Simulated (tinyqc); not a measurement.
Hall factor, magnetoresistance and optical conductivity for a power-law relaxation time: one step, computed by the program tinyqc. Command: `OMP_NUM_THREADS=1 python tinyqc.py 3027811 3027812 out.jsonl magneto walk`. One thread of a shared host (Intel(R) Xeon(R) Processor @ 2.30GHz), about 0.01 s of CPU time with the checks.

One spherical parabolic band, tau(E) = tau_0 x^s with x = E/(k_B T). Landau quantisation is left out.

Task: Limits. mu = e <tau>/m; weak field r_H = <tau^2>/<tau>^2 and MR = c (mu B)^2, c = <tau^3>/<tau>^3 - r_H^2; strong field r_H = 1 and MR = <tau> <1/tau> - 1.

Inputs (values chosen for the exercise, with a mass close to that of electrons in InAs): effective mass m = 0.023 m_0; tau_0 = 50 fs; temperature T = 77 K.

<tau>/tau_0 = 0.3593822

<tau^2>/tau_0^2 = 0.1309986

<tau^3>/tau_0^3 = 0.04853149

<1/tau> tau_0 = 2.818909

Constants: e = 1.602176634e-19 C; m_0 = 9.1093837015e-31 kg.

Give: drift mobility mu; weak-field Hall factor; coefficient c; saturation MR.

Result:

drift mobility mu = 1374 cm^2/(V s)

weak-field Hall factor = 1.014

coefficient c = 0.01683

saturation MR = 1.307 %
